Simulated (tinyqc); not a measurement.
Leakage currents through a thin dielectric: one step, computed by the program tinyqc. Command: `OMP_NUM_THREADS=1 python tinyqc.py 3002677 3002678 out.jsonl leak walk`. One thread of a shared host (Intel(R) Xeon(R) Processor @ 2.30GHz), about 0.03 s of CPU time with the checks.

Electrons leave an electrode with Fermi energy E_F above its band bottom; barriers are counted from the Fermi level, and both electrodes are alike. They cross the interlayer first.

Task: Thermal currents. Schottky emission J = A T^2 exp(-(phi_B - sqrt(e^3 F/(4 pi k_o eps_0)))/k_B T), A = 4 pi e m k_B^2/h^3 with the tunnelling mass; Poole-Frenkel J = sigma_0 F exp(-(phi_t - sqrt(e^3 F/(pi k_o eps_0)))/k_B T); both use the field F of the dielectric and ignore the interlayer.

Inputs (values chosen for the exercise, modelled on HfO2):
```
quantity                           value  unit
barrier height phi_B                1.53    eV
tunnelling mass m                   0.22   m_0
optical permittivity k_o            3.89     -
trap depth phi_t                     1.1    eV
Poole-Frenkel prefactor sigma_0  7.3e-06  S/cm
temperature T                        473     K
```

Stack: dielectric on an interlayer.

field F = 1.782165 MV/cm

Constants: e = 1.602176634e-19 C; eps_0 = 8.8541878128e-12 F/m; k_B = 8.617333262e-05 eV/K; m_0 = 9.1093837015e-31 kg; k_B = 1.380649e-23 J/K; h = 6.62607015e-34 J s.

Give: Schottky lowering; Poole-Frenkel lowering; Schottky current density; Poole-Frenkel current density.

Result:

Schottky lowering = 0.25685 eV

Poole-Frenkel lowering = 0.51369 eV

Schottky current density = 1.6092e-07 A/cm^2

Poole-Frenkel current density = 7.3660e-06 A/cm^2

The Poole-Frenkel lowering is twice the Schottky one, because the charge of a trap is fixed while an image charge moves with the electron.
